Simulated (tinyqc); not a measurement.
Random telegraph noise from one oxide trap in a small MOSFET: one step of the calculation.

An acceptor-like trap exchanges electrons with the channel. Inversion charge Q = Cox u, u = n Vt W0(exp((Vg - VT)/(n Vt))), W0 the Lambert function, n = nf, Cox = eps0 eox/tox; linear regime Id = (W/L) mu Q Vd. Relative to threshold the surface potential rises by Vt ln(u/u0) and the oxide voltage by the rest of Vg - VT, with u0 = n Vt W0(1).

Task. Step height. A = W L; threshold step dV = q (1 - xt/tox)/(Cox A); gm/Id = 1/(u + n Vt); relative step dI/I = (gm/Id) dV + asc mu/A. Id as defined.

Inputs (values chosen for the exercise); values of the order met in silicon transistors:
- T = 200 K (temperature)
- eox = 3.9 (relative permittivity of the gate insulator (close to silicon dioxide))
- tox = 1.2 nm (insulator thickness)
- xt = 0.17 nm (depth of the trap from the channel interface)
- nf = 1.24 (body factor)
- W = 52 nm (gate width)
- L = 190 nm (gate length)
- mu = 160 cm^2/(V s) (mobility)
- asc = 3.8e-16 V s (scattering coefficient of the charged trap)
- Vd = 0.1 V (drain voltage)

Constants: q = 1.602176634e-19 C, kB = 1.380649e-23 J/K, Vt = kB T/q, eps0 = 8.8541878128e-14 F/cm where lengths are in cm. Results are converted to the units shown.

u = 0.26610540 V
N = 4.7794221e12 cm^-2

Wanted: electrons in the channel N A; dV; gm/Id; number part of dI/I; dI/I; Id; dI.

Result.

electrons in the channel N A = 472.2
dV = 0.4837 mV
gm/Id = 3.479 1/V
number part of dI/I = 0.1683 %
dI/I = 0.2298 %
Id = 3.353 uA
dI = 7.705 nA

Range of the model: VT is taken as given; short-channel effects and the uneven flow of current among few electrons are left out.

tinyqc, about 0.01 s, one thread, Intel Xeon 2.30GHz (shared host): `OMP_NUM_THREADS=1 python tinyqc.py 2710101 2710102 out.jsonl`
